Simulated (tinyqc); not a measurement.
Rutherford backscattering from a thin compound film on silicon: kinematics, yields, composition and thickness: one step, computed by the program tinyqc.

Singly charged helium ions (Z1 = 2, M1 = 4.0026 u) enter at the tilt angle a1 to the normal and leave at a2 = |180 - theta - tilt| in the same plane. The film is A B_x.

Question. Yields. Rutherford cross section in the laboratory frame: sigma = (Z1 Z e^2/(4 pi eps_0 4E))^2 (4/sin^4 theta) (r + cos theta)^2/r, r = sqrt(1 - (M1 sin theta/M)^2), times the screening factor 1 - 0.049 Z1 Z^(4/3)/E (E in keV); 1 angstrom^2 = 1e8 barn. Counts = (charge/e) x solid angle x sigma(E_mean) x areal density of the element/cos a1, E_mean = E0 - half the energy lost on the way in; 1 barn = 1e-24 cm^2. The ratio of areas returns x = (Y_B/Y_A)(sigma_A/sigma_B), with the counting error sqrt(1/Y_A + 1/Y_B).

Inputs (values chosen for the exercise, modelled on a helium beam on SiGe):

| quantity | value | unit |
|---|---|---|
| beam energy E0 | 1.6 | MeV |
| scattering angle theta | 160 | degrees |
| tilt of the sample | 60 | degrees |
| heavy element: Z_A | 32 | - |
| heavy element: mass M_A | 72.6 | u |
| light element: Z_B | 14 | - |
| light element: mass M_B | 28.09 | u |
| atoms of B per atom of A, x | 2.67 | - |
| collected charge | 22 | microcoulomb |
| detector solid angle | 1.1 | msr |

energy lost on the way in = 15.86600 keV

areal density N d = 126.9 1e15 atoms/cm^2

Constants: e^2/(4 pi eps_0) = 14.39964548 eV angstrom; e = 1.602176634e-19 C.

Give: cross sections; counts; ratio of areas Y_B/Y_A; counting error of x without background.

Answer.

cross sections (barn/sr): A 2.200, B 0.409

counts: A 22979, B 11411

ratio of areas Y_B/Y_A = 0.4966

counting error of x without background = 1.145 %

The cross sections differ by 5.4, near (Z_A/Z_B)^2 = 5.2. The silicon signal of the film runs into that of the substrate and appears as a step, not a peak. Caution: the silicon signal of the film merges with that of the substrate, so only the width of A can be read directly. Caution: film and substrate silicon overlap, so Y_B must be separated by a fit.
